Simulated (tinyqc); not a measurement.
Resistance of a source-drain extension with a graded tip: one step of the calculation.

y runs along the channel, the gate covers y > 0. The doping is N0 for y < y0 and N0 10^(-(y - y0)/la) beyond, uniform over the depth xj. Sheet conductance s(y) = q mu(N) max(N - Nch, 0) xj + (for y > 0) ma Cox Vo, with mu(N) = u0 + (u1 - u0)/(1 + (N/Nr)^au) and Cox = eps0 eox/tox. Current is taken as one-dimensional; depletion of the tip, spreading and the contact are left out. The metallurgical junction lies at yj, where N = Nch.

Problem. Sheet resistances and junction position. yj = y0 + la log10(N0/Nch); sheet resistance of the full extension 1/[q mu(N0)(N0 - Nch) xj] and of the gate-induced layer 1/(ma Cox Vo); metallurgical length Lg - 2 yj; ye is where the doped and the gate-induced conductances are equal.

Inputs (values chosen for the exercise); mobility law close to that of electrons in silicon:
```
symbol   value        unit                                                                 meaning
eox       24.8              relative permittivity of the gate insulator (close to zirconium oxide)
tox        9.6          nm                                                     insulator thickness
N0        2e20       cm^-3                        active doping of the extension far from the gate
la         2.1   nm/decade                                                      lateral abruptness
y0         0.7          nm          position under the gate where the fall begins (gate edge at 0)
xj          20          nm                                                  depth of the extension
Nch     1.2e18       cm^-3                                                          channel doping
Vo        0.74           V                                                          gate overdrive
ma         190  cm^2/(V s)                                      mobility of the gate-induced layer
u1        1414  cm^2/(V s)                                                  mobility at low doping
u0        68.5  cm^2/(V s)                                                 mobility at high doping
Nr      9.2e16       cm^-3                                                        reference doping
au       0.711                                                                            exponent
Lg          60          nm                                                             gate length
```

Constants: q = 1.602176634e-19 C, eps0 = 8.8541878128e-14 F/cm where lengths are in cm. Results are converted to the units shown.

Wanted: yj; sheet resistance of the extension; sheet resistance of the induced layer; metallurgical length; ye; N at ye.

Solution.

yj = 5.3659 nm
sheet resistance of the extension = 211.62 ohm/square
sheet resistance of the induced layer = 3109.5 ohm/square
metallurgical length = 49.268 nm
ye = 3.4395 nm
N at ye = 9.9203e18 cm^-3

The gate takes over 1.93 nm before the junction, where N is still 8.27 times the channel doping.

Numbers from tinyqc (`OMP_NUM_THREADS=1 python tinyqc.py 2282185 2282186 out.jsonl`; about 0.03 s on one thread of a shared Intel Xeon 2.30GHz).
